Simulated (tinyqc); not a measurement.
Thermodynamics of metal silicides: hull, first phase, silicon consumed, nucleation and stability against SiO2: one step, computed by the program tinyqc. Command: `OMP_NUM_THREADS=1 python tinyqc.py 3011862 3011863 out.jsonl silphase walk`. One thread of a shared host (Intel(R) Xeon(R) Processor @ 2.30GHz), about 0.01 s of CPU time with the checks.

Entropies of formation of the solids are neglected, so heats stand for free energies. Si fractions: M5Si3 0.3750, MSi 0.5000, MSi2 0.6667.

Question. Nucleation of MSi2 from MSi and Si. Where free silicon remains, MSi + Si -> MSi2 gains dH = 3 H(MSi2) - 2 H(MSi) per mole of M; per volume dG = |dH|/V(MSi2); r* = 2 gamma/dG, W* = 16 pi gamma^3/(3 dG^2). For comparison the same with MSi forming from the elements, 2 |H(MSi)|/V(MSi).

Inputs (values chosen for the exercise, for a model metal):
```
quantity                          value          unit
heat of formation of MSi          -58.4  kJ/mol atoms
heat of formation of MSi2           -41  kJ/mol atoms
change of interface energy gamma   0.35         J/m^2
temperature T                       900             K
```

Phases: M5Si3, MSi, MSi2.

volumes of the three phases per mole of M (cm^3/mol): 15.3  18.1  25.7

Constants: e = 1.602176634e-19 C; k_B = 8.617333262e-05 eV/K.

Give: dH of the reaction; driving force; critical radius; barrier W*; W*/(k_B T); barrier for MSi from the elements.

Answer.

dH of the reaction = -6.2 kJ/mol M

driving force = 0.24125 kJ/cm^3

critical radius = 2.9016 nm

barrier W* = 77.042 eV

W*/(k_B T) = 993.37

barrier for MSi from the elements = 0.10767 eV

The barrier is 720 times that of MSi from the elements, since little energy is left to gain: homogeneous nucleation is out of reach, and only sites that cut the interface energy (grain boundaries, triple junctions) can start it.
